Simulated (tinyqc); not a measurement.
Dead time and true rate from two light levels.

Problem. A non-paralysable detector measures m = n/(1 + n td); dark counts are negligible. Find td and the true rate at the lower flux.

measured rates at a photon flux and at four times that flux (1/s): [2.5373134e7, 5.7627119e7]

Solution. 1/m = 1/n + td, so the difference of the inverse rates is 3/(4 n).

td = 10.00 ns
n = 3.400e7 1/s

Program tinyqc, `OMP_NUM_THREADS=1 python tinyqc.py 2630129 2630130 out.jsonl`; Intel Xeon 2.30GHz, shared host, one thread, about 0.01 s.
